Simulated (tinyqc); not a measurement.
One gate, two gates and a surrounding gate.

Below threshold the potential that source and drain add obeys Laplace's equation, vanishes on the gates and decays along the channel as exp(-k y). The same ts (depleted depth over a conducting body, body thickness or wire diameter), ti and permittivities in three geometries; k is the smallest positive root of: one gate, f(k) = eps_r sin(k ti) cos(k ts) + ei cos(k ti) sin(k ts); two gates, f(k) = ei cos(k ti) cos(k ts/2) - eps_r sin(k ti) sin(k ts/2); wire, f(k) = ei J0(u)[J1(u) Y0(v) - Y1(u) J0(v)] - eps_r J1(u)[J0(u) Y0(v) - Y0(u) J0(v)], u = k ts/2, v = u + k ti. Parabolic estimates of l: sqrt((eps_r/ei) ts ti); sqrt((eps_r/(2 ei)) ts ti (1 + ei ts/(4 eps_r ti))); sqrt([2 eps_r ts^2 ln(1 + 2 ti/ts) + ei ts^2]/(16 ei)), in the same order.

Values chosen for this exercise; permittivities: semiconductor close to that of silicon, insulator close to that of silicon dioxide:
- eps_r = 11.5 (relative permittivity of the semiconductor)
- ei = 3.75 (relative permittivity of the insulator)
- ti = 2.2 nm (insulator thickness)
- ts = 9.4 nm (body thickness)

Scale lengths (nm):

|  | Lambda = pi/k | l = 1/k | l(parabolic) |
|---|---|---|---|
| one gate over a conducting body | 13.97 | 4.446 | 7.964 |
| two gates | 20.04 | 6.378 | 6.539 |
| wire | 12.97 | 4.129 | 4.304 |

What does the comparison show?

The wire has the shortest scale length, 0.647 times that of the double gate; the single gate over a conducting body has 0.697 times it, its layer ending directly on a conductor where the double gate has a second insulator. The parabolic estimates are 79 % above, 2.5 % above and 4.2 % above the exact l, in the order of the rows.

tinyqc, about 0.01 s, one thread, Intel Xeon 2.30GHz (shared host): `OMP_NUM_THREADS=1 python tinyqc.py 2420011 2420012 out.jsonl`
